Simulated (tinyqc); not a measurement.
Two branches across an indirect gap: complex band structure along [001] in sp3s* tight binding.

For k = (0, 0, kz) the phase sums are g0 = cos(phi) and g3 = i sin(phi), phi = kz a/4, and the s, pz, s* orbitals of anion (a) and cation (c) decouple from px, py. With z = exp(i phi), H(z) = H0 + z T + T^T/z for any complex z. H0 is diagonal (Esa, Epa, Exa, Esc, Epc, Exc). The anion-cation block is B(z) = z U + W/z and the cation-anion block z W^T + U^T/z, where U has Vss/2 (s,s), Vsapc/2 (s,z), -Vscpa/2 (z,s), Vxx/2 (z,z), Vxapc/2 (s*,z), -Vpaxc/2 (z,s*), and W has the same values with the s-z and s*-z signs reversed. |z| = 1 is a band state, |z| < 1 decays along [001] as exp(-kappa d) over a distance d, kappa = -(4/a) ln|z|. No spin-orbit coupling.

Values chosen for the exercise (out of a larger set: near a published set for GaP, fitted to gaps, whose masses and valley positions are rough (light masses up to twice too heavy); not measured data):
```
symbol  value                                                                                           unit      meaning
p       (-8.103, 1.122, -2.199, 4.128, 8.514, 7.162, -7.492, 2.159, 5.133, 4.272, 6.326, 4.649, 5.078)  eV        order Esa, Epa, Esc, Epc, Exa, Exc, Vss, Vxx, Vxy, Vsapc, Vscpa, Vxapc, Vpaxc
a       5.452                                                                                           angstrom  lattice constant
Eg      2.366                                                                                           eV        top of the energy range, the indirect gap
```

Ev = -0.00564 eV

The smallest kappa with Re kz = 0 and the smallest with Re kz > 0, at energies E from Ev; a dash: no such root.

Decay constants:
```
E/Eg  E (eV)  kappa at Gamma (1/angstrom)  kappa off Gamma (1/angstrom)  its Re kz (2 pi/a)
0.05  0.1183                       0.0671                        0.7212               0.838
0.20  0.4732                       0.1274                        0.6774               0.843
0.35  0.8281                       0.1586                        0.6276               0.850
0.50  1.1830                       0.1765                        0.5699               0.859
0.65  1.5379                       0.1842                        0.5005               0.871
0.80  1.8928                       0.1817                        0.4116               0.890
0.90  2.1294                       0.1733                        0.3306               0.916
0.97  2.2950                       0.1630                        0.2162               1.000
```

What can be read from this table?

The branch at Gamma decays more slowly on all rows listed; the other takes over only closer to its band edge, where its kappa goes to zero. The two differ in Re kz, so passing from one to the other needs kz from an abrupt interface, a steep field, a phonon or a defect. Valleys off the [001] axis, such as L, are not seen on these branches.

Computed by tinyqc, a small Python program: `OMP_NUM_THREADS=1 python tinyqc.py 1480070 1480071 out.jsonl` (the numbers bound the seed that draws the inputs); one thread of a shared host (Intel(R) Xeon(R) Processor @ 2.30GHz), about 0.01 s for the whole set of steps.
